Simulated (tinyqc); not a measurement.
Inside a calculation. Method: tight binding, dimerised chain. One step of it, computed by the program tinyqc.

Problem. Levels at X. Diagonalise the Hermitian matrix.

H(k) at X (eV):
```
           A          B
A   0.000000  -0.920000
B  -0.920000   0.000000
```

Give: eigenvalues; weights |c|^2 of the basis functions.

Solution.

eigenvalues (eV): -0.920  0.920

weights |c|^2 of the basis functions:
```
   band 1  band 2
A   0.500   0.500
B   0.500   0.500
```
